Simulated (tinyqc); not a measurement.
Thermal stress, cracking, delamination and buckling of a thin film; Griffith cracks and misfitting inclusions: one step, computed by the program tinyqc. Command: `OMP_NUM_THREADS=1 python tinyqc.py 3004616 3004617 out.jsonl filmcrack walk`. One thread of a shared host (Intel(R) Xeon(R) Processor @ 2.30GHz), about 0.01 s of CPU time with the checks.

Isotropic linear elasticity; the substrate is much thicker than the film; stress is positive in tension.

Problem. Stress in the film. Thermal strain = (alpha_f - alpha_s)(T_d - T); stress = E/(1 - nu) x strain + intrinsic stress; plane-strain modulus Ebar = E/(1 - nu^2); G0 = stress^2 h/(2 Ebar) is the energy freed per area when a long strip loses its stress across its width.

Inputs (values chosen for the exercise, modelled on a silicon nitride film on silicon):

| quantity | value | unit |
|---|---|---|
| film Young's modulus E | 238 | GPa |
| film Poisson ratio nu | 0.25 | - |
| film expansion alpha_f | 3.27 | 1e-6/K |
| substrate expansion alpha_s | 3.5 | 1e-6/K |
| deposition temperature T_d | 1025 | K |
| final temperature T | 300 | K |
| intrinsic stress | -580 | MPa |
| film thickness h | 0.27 | micrometre |

Give: thermal strain; film stress; Ebar; G0.

Solution.

thermal strain = -1.667e-04

film stress = -632.9 MPa

Ebar = 253.9 GPa

G0 = 0.2130 J/m^2

The film ends in compression; the thermal part is -52.9 MPa.
